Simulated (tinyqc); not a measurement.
Sweep of the shear strain: two-band k.p model of the Delta valleys near the X point under shear strain.

Valley pair on the [001] axis, kz counted from the X point, c = hbar^2/2m0, k0 = kx0 2 pi/a. H = (c kz^2/ml + c (kx^2 + ky^2)/mt + c k0^2/ml) 1 + (2 c k0 kz/ml) sigma_z + (D exy - 2 c kx ky/Mp) sigma_x, so E = c kz^2/ml + c (kx^2 + ky^2)/mt + c k0^2/ml -/+ sqrt((2 c k0 kz/ml)^2 + (D exy - 2 c kx ky/Mp)^2). Without strain the lower band has its minima, E = 0, at kz = +/- k0. Shifts from diagonal strain are left out.

For |eta| < 1: k_min = k0 sqrt(1 - eta^2), E_min = -Delta eta^2/2, ml(eta) = ml/(1 - eta^2), 1/m[110] = 1/mt + eta/Mp, 1/m[1-10] = 1/mt - eta/Mp. For |eta| > 1 the minimum sits at X: E_min = -Delta (2 |eta| - 1)/2, ml(eta) = ml/(1 - 1/|eta|), and eta is replaced by its sign in the transverse masses. Here Delta = 2 c k0^2/ml and eta = D exy/Delta.

Constants: hbar^2/2m0 = 3.80998211 eV angstrom^2.

Inputs chosen for the exercise (near those of Si; not measured data):

| symbol | value | unit | meaning |
|---|---|---|---|
| a | 5.427 | angstrom | lattice constant |
| ml | 0.889 | m0 | longitudinal mass |
| mt | 0.194 | m0 | transverse mass |
| kx0 | 0.149 | 2 pi/a | distance of the minimum from X |
| D | 13 | eV | shear deformation potential |
| Mp | 0.228 | m0 | coupling mass |

Delta = 2 c k0^2/ml, eta = D exy/Delta.

The minimum:

| exy | eta | k_min/k0 | E_min (meV) | ml(eta) | m[110] | m[1-10] | density-of-states mass |
|---|---|---|---|---|---|---|---|
| 0.0000 | 0.000 | 1.000 | 0.0 | 0.889 | 0.1940 | 0.1940 | 0.322 |
| 0.0020 | 0.102 | 0.995 | -1.3 | 0.898 | 0.1785 | 0.2124 | 0.324 |
| 0.0049 | 0.250 | 0.968 | -8.0 | 0.948 | 0.1600 | 0.2463 | 0.334 |
| 0.0147 | 0.749 | 0.662 | -71.6 | 2.026 | 0.1185 | 0.5351 | 0.505 |
| 0.0177 | 0.902 | 0.432 | -103.8 | 4.774 | 0.1098 | 0.8347 | 0.759 |
| 0.0235 | 1.198 | 0.000 | -178.0 | 5.386 | 0.1048 | 1.3009 | 0.902 |
| 0.0314 | 1.600 | 0.000 | -280.7 | 2.370 | 0.1048 | 1.3009 | 0.686 |

Give the missing row, exy = 0.0098.

Computed row:
```
exy       eta  k_min/k0  E_min (meV)  ml(eta)  m[110]  m[1-10]  density-of-states mass
0.0098  0.499     0.866        -31.8    1.184  0.1361   0.3374                   0.379
```

The valleys reach X at eta = 1, that is exy = 0.0196. The shift is quadratic up to eta = 1 (-8.0 meV at eta = 0.25, -31.8 meV at 0.50) and linear beyond, while 1/m[110] rises linearly, taking m[110] from 0.194 to its floor 0.1048, a gain of 85 % in 1/m. ml(eta) diverges at eta = 1; the largest value listed is 5.39. A deformation-potential model with fixed masses misses all of this.

Run: tinyqc, `OMP_NUM_THREADS=1 python tinyqc.py 1050382 1050383 out.jsonl`; Intel(R) Xeon(R) Processor @ 2.30GHz, one thread, shared host; about 0.01 s of CPU time with all checks.
